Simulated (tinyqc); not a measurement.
# Which input was changed?

Model: lateral field, substrate current, probability of reaching the oxide barrier and hot-carrier lifetime of a silicon transistor (pseudo-two-dimensional and lucky-electron models). Computed by tinyqc, a small Python program. Command: `OMP_NUM_THREADS=1 python tinyqc.py 3009491 3009492 out.jsonl hotcar which`. One thread of a shared host (Intel(R) Xeon(R) Processor @ 2.30GHz), about 0.04 s of CPU time with the checks.

Local-field models: a lucky carrier gains its energy at the peak field over a path free of collisions. Voltages are magnitudes.

Inputs (values chosen for the exercise, modelled on a silicon n-channel):
```
quantity                                value                      unit
channel length L                          940                        nm
oxide thickness t                          16                        nm
junction depth x_j                        170                        nm
mobility mu                               280                cm^2/(V s)
saturation velocity v_s                  0.89                  1e7 cm/s
threshold voltage V_T                    0.69                         V
gate voltage V_G                          3.9                         V
drain voltage V_D                           7                         V
ionisation prefactor A_i              1.8e+06                      1/cm
ionisation field B_i                     1.78                     MV/cm
hot-carrier mean free path lambda         8.3                        nm
oxide barrier phi_b                       3.1                        eV
interface-trap threshold phi_it           3.8                        eV
lifetime constant H                       400  s microampere/micrometre
length of the depleted extension L_n       85                        nm
```

Drain: lightly doped extension.

Constants: eps_0 = 8.8541878128e-12 F/m.

Method:
- C_ox = 3.9 eps_0/t; F_sat = 2 v_s/mu; V_Dsat = V_ov F_sat L/(V_ov + F_sat L), V_ov = V_G - V_T; I_D/W = C_ox v_s (V_ov - V_Dsat).
- Scale length l = 0.22 t^(1/3) x_j^(1/2) (all in cm); F_m = sqrt(((V_D - V_Dsat)/l_e)^2 + F_sat^2), with l_e = l + L_n; length of the velocity-saturated region l_e ln((V_D - V_Dsat)/(l_e F_sat) + F_m/F_sat).
- Substrate current I_sub/I_D = (A_i/B_i)(V_D - V_Dsat) exp(-B_i/F_m); probability of reaching the oxide barrier exp(-phi_b/(e lambda F_m)); lifetime tau = (H/(I_D/W)) exp(phi_it/(e lambda F_m)).
- V_10 solves tau = 3.156e8 s at the given V_G. The extrapolation fits ln(tau) against 1/V_D at 1, 1.08, 1.16 and 1.25 times the given V_D (rounded to 3 digits) by least squares and reads off the same tau.

Problem. One of these inputs alone was changed, within the range given: channel length L (470 to 1880); gate voltage V_G (1.95 to 7.8); drain voltage V_D (3.5 to 14); threshold voltage V_T (0.345 to 1.38). Which one, and to what value?

Results:
```
run     lifetime tau (s)  substrate current I_sub/W (microampere/micrometre)  ten-year drain voltage V_10 (V)
before      5.999136e+07                                            1.287924                         6.542023
after       1.171624e+08                                            1.146258                         6.745453
```

Solution.

Each candidate set to reproduce lifetime tau, and what it then gives; columns: (1) candidate; (2) range searched; (3) value needed; (4) substrate current I_sub/W (microampere/micrometre); (5) ten-year drain voltage V_10 (V):
```
(1)                                  (2)           (3)     (4)     (5)
channel length L (nm)        470 to 1880          1168  0.8794  6.7324
gate voltage V_G (V)         1.95 to 7.8         4.630  1.1463  6.7455
drain voltage V_D (V)          3.5 to 14         6.806  0.9535  6.5420
threshold voltage V_T (V)  0.345 to 1.38  out of reach       -       -
```

Only gate voltage V_G fits every result: it went from 3.9 to 4.63 V. The next best candidate, drain voltage V_D, misses one result by 17 %.
